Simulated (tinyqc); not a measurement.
What sets t'/t: three-band (Emery) model of a CuO2 plane downfolded to one band.

Electron picture, d at 0 and the oxygen p orbitals at -D; sx = sin(kx a/2), sy = sin(ky a/2). H = [[0, 2 tpd sx, -2 tpd sy], [., -D, -4 tpp sx sy], [., ., -D]], real and symmetric. The top (antibonding) band crosses the Fermi level.

One-band form E = e0 - 2t (cos kx + cos ky) - 4t' cos kx cos ky - 2t'' (cos 2kx + cos 2ky) - 4t''' (cos 2kx cos ky + cos kx cos 2ky), k in 1/a. Each hopping is minus the mean of E cos(m kx) cos(n ky) over a 12 x 12 mesh, k = (j + 1/2) 2 pi/12.

Values chosen for the exercise (out of a larger set: of the size used for cuprate planes; not measured data): D = 2.3 eV (ed - ep); tpd = 1.46 eV (d-p hopping).

tpp is varied; points are in units of pi/a. E(1,0) is the saddle point; the filling is the share of a 40 x 40 mesh, k = (j + 1/2) 2 pi/40, below the saddle energy, times two.

One-band values:

| tpp (eV) | t (eV) | t' (eV) | t'' (eV) | t'/t | E(1,0) - E(1/2,1/2) (eV) | electrons at the saddle |
|---|---|---|---|---|---|---|
| 0.05 | 0.3743 | 0.0422 | 0.0271 | 0.113 | -0.0320 | 0.950 |
| 0.20 | 0.4066 | 0.0280 | 0.0324 | 0.069 | -0.1324 | 0.925 |
| 0.35 | 0.4418 | 0.0127 | 0.0378 | 0.029 | -0.2393 | 0.885 |
| 0.50 | 0.4798 | -0.0038 | 0.0434 | -0.008 | -0.3532 | 0.835 |
| 0.65 | 0.5208 | -0.0214 | 0.0492 | -0.041 | -0.4742 | 0.825 |
| 0.80 | 0.5647 | -0.0403 | 0.0553 | -0.071 | -0.6026 | 0.770 |

How do the results move, and what explains it?

t'/t goes from 0.113 to -0.071. With tpp = 0 the band depends on sx^2 + sy^2 alone and the line through the saddle is a nested square, whatever t' says: terms in (cos kx + cos ky)^2 bring t' and t'' in the ratio two to one, higher powers alter it (first row: 0.0422 and 0.0271 eV), so t' - 2t'', which goes from -0.0120 to -0.1508 eV, measures the rounding. Oxygen hopping lowers the saddle against (1/2,1/2), by 0.603 eV in the last row, so the van Hove filling moves from 0.95 to 0.77 electrons (mesh values, coarse by a few hundredths; the nested square holds exactly 1) and the half-filled Fermi line closes around (1,1).

tinyqc: `OMP_NUM_THREADS=1 python tinyqc.py 1481515 1481516 out.jsonl`; about 0.06 s, one thread, shared Intel(R) Xeon(R) Processor @ 2.30GHz.
